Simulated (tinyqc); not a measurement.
Electromigration in a confined line: Blech product, Korhonen stress evolution and Black's law: one step, computed by the program tinyqc. Command: `OMP_NUM_THREADS=1 python tinyqc.py 3019903 3019904 out.jsonl emigr walk`. One thread of a shared host (Intel(R) Xeon(R) Processor @ 2.30GHz), about 0.01 s of CPU time with the checks.

The electron wind pushes atoms from the cathode (x = 0) to the anode (x = L); blocking ends build a back stress (tension positive). The input rho is taken not to change with temperature. d sigma/dt = d/dx [kappa (d sigma/dx + G)], with zero flux at both ends and sigma = sigma_0 at t = 0.

Question. Driving force and diffusivities. G = Z* e rho j/Omega; D = D0 exp(-E/(k_B T)); kappa = D B Omega/(k_B T); drift velocity of an unconfined line v = D Z* e rho j/(k_B T). SI: 1 micro-ohm cm = 1e-8 ohm m, 1 MA/cm^2 = 1e10 A/m^2. Temperatures in kelvin are T(C) + 273.15.

Inputs (values chosen for the exercise, close to those used for aluminium lines): resistivity rho = 2.93 micro-ohm cm; atomic volume Omega = 16.6 angstrom^3; effective charge number Z* = 7.4; prefactor D0 = 9.7e-08 m^2/s; activation energy E = 0.721 eV; effective modulus B = 36 GPa; current density j = 0.5 MA/cm^2; test temperature T = 230 C.

Start: thermal stress.

Constants: e = 1.602176634e-19 C; k_B = 8.617333262e-05 eV/K; k_B = 1.380649e-23 J/K.

Give: stress gradient G; diffusivity D; kappa; drift velocity.

Answer.

stress gradient G = 10.463 MPa/um

diffusivity D = 5.8198e-15 m^2/s

kappa = 5.0066e-13 m^2/s

drift velocity = 523.85 nm/h
